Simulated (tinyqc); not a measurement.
# A discretised effective-mass wire between two leads, recursive Green functions: two studies

Finite differences on a grid of step a give a chain with hopping -t, t = C/(m a^2), C = hbar^2/(2 m0), and site energies 2 t + U_i for the N = 5 sites of the device; the semi-infinite leads have site energy 2 t. Each slice is one site, and V = -t couples neighbouring slices.

Inputs (values chosen for the exercise):

| symbol | value | unit | meaning |
|---|---|---|---|
| m | 0.063 | m0 | effective mass |
| a | 1 | nm | grid step |
| U | [0, 0.15, 0.2, 0.15, 0] | eV | potential on the sites 1 to N |
| E | 0.095 | eV | energy above the band bottom of the leads |

Constants: q = 1.602176634e-19 C, hbar = 1.054571817e-34 J s, m0 = 9.1093837015e-31 kg, hbar^2/(2 m0) = 0.0380998212 eV nm^2. Results are converted to the units shown.

Each table varies one quantity; the others keep the values above.

## The device repeated

Sigma = t^2 g(E - 2 t), g(x) = (x - i sqrt(4 t^2 - x^2))/(2 t^2) for |x| < 2 t and (x - sign(x) sqrt(x^2 - 4 t^2))/(2 t^2) otherwise; Gamma = i (Sigma - Sigma^dagger); both leads give the same. Forward pass: g_1 = (E - H_1 - Sigma)^(-1), g_i = (E - H_i - V g_(i-1) V^dagger)^(-1), with Sigma also subtracted on the last slice; G_(i,1) = g_i V G_(i-1,1), starting from g_1. H_i is the block of slice i, its site energy. T(E) = Tr[Gamma G_(N,1) Gamma G_(N,1)^dagger]. The list U is repeated k times, so the device has k N slices.

The device repeated:
```
k,T(E),ln T(E)
1,0.3948,-0.9293
2,0.1588,-1.840
3,0.09755,-2.327
4,0.08168,-2.505
5,0.08934,-2.415
6,0.1304,-2.037
8,0.8566,-0.1548
10,0.2021,-1.599
12,0.08395,-2.477
```

T(E) moves between 0.0817 and 0.857 and does not die away: at least one band of the periodic structure that the repeats form is open at this energy.

## Convergence with the grid step

A flat barrier of height U0 = 0.2 eV and width d = 3 nm is laid on n sites with a = d/n (U = U0 on each, N = n). The continuum value is 1/[1 + U0^2 sinh^2(K d)/(4 E (U0 - E))], K = sqrt(m (U0 - E)/C) (sin and k above the barrier).

Convergence with the grid step:
```
n,a (nm),t (eV),T(E),error (%)
1,3.0000,0.067195,0.29215,4.38
2,1.5000,0.26878,0.28942,3.40
4,0.75000,1.0751,0.28265,0.986
8,0.37500,4.3005,0.28060,0.255
16,0.18750,17.202,0.28007,0.0643
32,0.093750,68.808,0.27994,0.0161
64,0.046875,275.23,0.27990,4.03e-3
```

What does the table show?

The continuum value is 0.27989. The error goes from 4.4 % to 0.0040 %, and the last halving of a cuts it by a factor of 4.0: second order, since the lattice band 2 t (1 - cos ka) departs from the parabola at order (ka)^4.

Numbers from tinyqc (`OMP_NUM_THREADS=1 python tinyqc.py 2660030 2660031 out.jsonl`; about 0.01 s on one thread of a shared Intel Xeon 2.30GHz).
